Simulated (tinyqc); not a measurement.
Pressure-driven transition between two phases with analytic equations of state. Changing the B0 of phase 2. Computed by tinyqc, a small Python program. Command: `OMP_NUM_THREADS=1 python tinyqc.py 3023933 3023934 out.jsonl transition sweep`. One thread of a shared host (Intel(R) Xeon(R) Processor @ 2.30GHz), about 0.01 s of CPU time with the checks.

Each phase obeys E = E0 + (9 V0 B0/16) [y^3 B' + y^2 (2 - 4 y)], y = (V0/V)^(2/3) - 1; P = (3 B0/2) (x^7 - x^5) [1 + (3/4)(B' - 4)(x^2 - 1)], x = (V0/V)^(1/3); E0 = 0 for phase 1 and Delta E0 for phase 2. H = E + P V.

Inputs (values chosen for the exercise, for two model phases):
```
quantity                                   value             unit
volume V0 of phase 1                        10.1  angstrom^3/atom
B0 of phase 1                                178              GPa
B' of phase 1                               3.47                -
volume V0 of phase 2                        7.52  angstrom^3/atom
B' of phase 2                               4.22                -
energy of phase 2 above phase 1, Delta E0  0.036          eV/atom
```

Equation of state: Birch-Murnaghan.

Constants: 1 eV/angstrom^3 = 160.2176634 GPa.

Method. Start from P = Delta E0/(V0 of phase 1 - V0 of phase 2); at each P solve P(V) = P for both phases and step P(new) = P - (H_2 - H_1)/(V_2 - V_1); stop when |H_2 - H_1| < 1e-10 eV. At the zero-temperature transition the volume change is V_2/V_1 - 1 and the work is P (V_1 - V_2).

One run for each value:
```
B0 of phase 2 (GPa)  transition pressure (GPa)  volume change (%)  V_2 at the transition (angstrom^3)
107                                     2.2239            -26.115                              7.3716
134                                     2.2367            -25.829                              7.3997
169                                     2.2475            -25.588                              7.4233
213                                     2.2563            -25.392                              7.4425
268                                     2.2634            -25.235                              7.4578
337                                     2.2692            -25.109                              7.4702
424                                     2.2738            -25.007                              7.4802
534                                     2.2775            -24.925                              7.4883
```

Over the rows, transition pressure (GPa) rises from 2.22 to 2.28 (exponent d ln y / d ln x 0.025 between the first rows and 0.0071 between the last); volume change (%) rises from -26.1 to -24.9 (exponent d ln y / d ln x -0.049 between the first rows and -0.014 between the last); V_2 at the transition (angstrom^3) rises from 7.372 to 7.488 (exponent d ln y / d ln x 0.017 between the first rows and 0.0047 between the last). A softer dense phase shrinks more under load and so takes over earlier.
